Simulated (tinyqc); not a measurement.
## Bandgap voltage reference from two bipolar transistors: output against temperature

Two transistors of area 1 and N carry the same current I. Is(T) = Is (T/T0)^eta exp[(Vg0 q/kB)(1/T0 - 1/T)], VBE1 = Vt ln(I/Is(T)) + I rb, VBE2 = Vt ln(I/(N Is(T))) + I rb/N. The amplifier forces I R1(T) = VBE1 - VBE2 + Vos, with R(T) = R (1 + tc (T - T0)) for both resistors, and the output is Vref = VBE1 + I R2(T). Base currents and the Early effect are neglected.

Vt = kB T/q; I = (Vt ln N + Vos)/(R1(T) - rb (1 - 1/N)).

Values chosen for this exercise; values of the order met in silicon bipolar transistors: reference temperature T0 = 300 K; band-gap voltage extrapolated to 0 K Vg0 = 1.183 V; temperature exponent of the saturation current eta = 4.3; saturation current of the unit transistor at T0 Is = 6.5e-17 A; area ratio of the second transistor N = 8; resistor across which the difference of VBE falls, at T0 R1 = 2.7 kohm; temperature coefficient of both resistors tc = 0 ppm/K; offset of the amplifier Vos = 0 mV; series resistance of the unit transistor rb = 0 ohm; output resistor at T0 R2 = 29.95 kohm.

Constants: q = 1.602176634e-19 C, kB = 1.380649e-23 J/K. Results are converted to the units shown.

Output against temperature:
```
T (K)	I (uA)	VBE1 (V)	I R2 (V)	Vref (V)	Vref - Vref(T0) (mV)	dVref/dT (uV/K)
218	14.47	0.8400	0.4333	1.273	-6.731	129.9
233	15.46	0.8120	0.4631	1.275	-4.926	111.0
253	16.79	0.7742	0.5029	1.277	-2.944	87.56
273	18.12	0.7360	0.5426	1.279	-1.412	65.92
298	19.78	0.6876	0.5923	1.280	-0.08011	41.01
323	21.44	0.6387	0.6420	1.281	0.6548	18.10
348	23.10	0.5892	0.6917	1.281	0.8390	-3.102
373	24.76	0.5391	0.7414	1.281	0.5120	-22.83
398	26.41	0.4886	0.7911	1.280	-0.2919	-41.28
423	28.07	0.4377	0.8408	1.279	-1.543	-58.60
```

What does the comparison show?

VBE1 falls by 1.96 mV/K on average and I R2 rises by 1.99 mV/K. The slope of Vref vanishes at T = 344 K. Between 233 and 398 K Vref spans 5.77 mV, or 27.3 ppm/K by the box method (span over the average over T, over 165 K).

tinyqc, about 0.02 s, one thread, Intel Xeon 2.30GHz (shared host): `OMP_NUM_THREADS=1 python tinyqc.py 2062012 2062013 out.jsonl`
